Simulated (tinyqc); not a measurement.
Five-level k.p model folded onto the conduction band: one step. Mass and g factor term by term. Three cases, with inputs chosen for the exercise.

Problem. Evaluate at E = Eg.

Second-order sums for the lowest conduction level at E: 1/m = 1 + Cm + (Ep/3)(2/E + 1/(E + Dso)) - (Ep2/3)(2/(E7 + D2 - E) + 1/(E7 - E)); g/2 = 1 + Cg - (Ep/3)(1/E - 1/(E + Dso)) - (Ep2/3)(1/(E7 - E) - 1/(E7 + D2 - E)). E is counted from the top of the valence band; E = Eg at the edge.

Give: Terms; m; g.

Case 1.

Values chosen (near those of CdTe; shifted at random, so the results belong to these values and not to a real crystal): Eg = 1.514 eV (gap at Gamma to the s-like level); Dso = 0.871 eV (spin-orbit splitting); Ep = 18.9 eV (Kane energy); E7 = 5.35 eV (upper Gamma7 conduction level, from the valence top); D2 = 0.32 eV (its spin-orbit splitting, Gamma8 above Gamma7); Ep2 = 3.5 eV (Kane energy to the upper levels); Cm = -0.9 (remote term in 1/m); Cg = 0 (remote term in g/2).

Solution.

Terms:
```
level           part of 1/m  part of g
free + remote        0.1000     2.0000
Gamma8 valence       8.3223    -8.3223
Gamma7 valence       2.6415     5.2830
Gamma8 upper        -0.5614     0.5614
Gamma7 upper        -0.3041    -0.6083
```

m = 0.0981 m0
g = -1.086

The valence levels give 10.96 to 1/m and the upper levels take 0.87 away. In g the two valence terms nearly cancel when Dso is small against Eg; here Dso/Eg = 0.58 and they leave -3.039, the upper pair -0.047.

Case 2.

Values chosen (near those of GaAs; shifted at random, so the results belong to these values and not to a real crystal): Eg = 1.563 eV (gap at Gamma to the s-like level); Dso = 0.341 eV (spin-orbit splitting); Ep = 26.4 eV (Kane energy); E7 = 4.36 eV (upper Gamma7 conduction level, from the valence top); D2 = 0.18 eV (its spin-orbit splitting, Gamma8 above Gamma7); Ep2 = 2.9 eV (Kane energy to the upper levels); Cm = -1.3 (remote term in 1/m); Cg = 0 (remote term in g/2).

Solution.

Terms:
```
level           part of 1/m  part of g
free + remote       -0.3000     2.0000
Gamma8 valence      11.2604   -11.2604
Gamma7 valence       4.6218     9.2437
Gamma8 upper        -0.6494     0.6494
Gamma7 upper        -0.3456    -0.6912
```

m = 0.0686 m0
g = -0.058

The valence levels give 15.88 to 1/m and the upper levels take 1.00 away. In g the two valence terms nearly cancel when Dso is small against Eg; here Dso/Eg = 0.22 and they leave -2.017, the upper pair -0.042. This nearly cancels the free value 2, so 5 % in Ep moves g by about 0.1.

Case 3.

Values chosen (near those of GaSb; shifted at random, so the results belong to these values and not to a real crystal): Eg = 0.79 eV (gap at Gamma to the s-like level); Dso = 0.773 eV (spin-orbit splitting); Ep = 26.4 eV (Kane energy); E7 = 3.13 eV (upper Gamma7 conduction level, from the valence top); D2 = 0.34 eV (its spin-orbit splitting, Gamma8 above Gamma7); Ep2 = 3.2 eV (Kane energy to the upper levels); Cm = -1.9 (remote term in 1/m); Cg = -0.02 (remote term in g/2).

Solution.

Terms:
```
level           part of 1/m  part of g
free + remote       -0.9000     1.9600
Gamma8 valence      22.2785   -22.2785
Gamma7 valence       5.6302    11.2604
Gamma8 upper        -0.7960     0.7960
Gamma7 upper        -0.4558    -0.9117
```

m = 0.0388 m0
g = -9.174

The valence levels give 27.91 to 1/m and the upper levels take 1.25 away. In g the two valence terms nearly cancel when Dso is small against Eg; here Dso/Eg = 0.98 and they leave -11.018, the upper pair -0.116.

Computed by tinyqc, one run a case: `OMP_NUM_THREADS=1 python tinyqc.py N N+1 out.jsonl` with N = 1080804, 1080853, 1080942; one thread of a shared Intel(R) Xeon(R) Processor @ 2.30GHz, about 0.01 s a run at most.
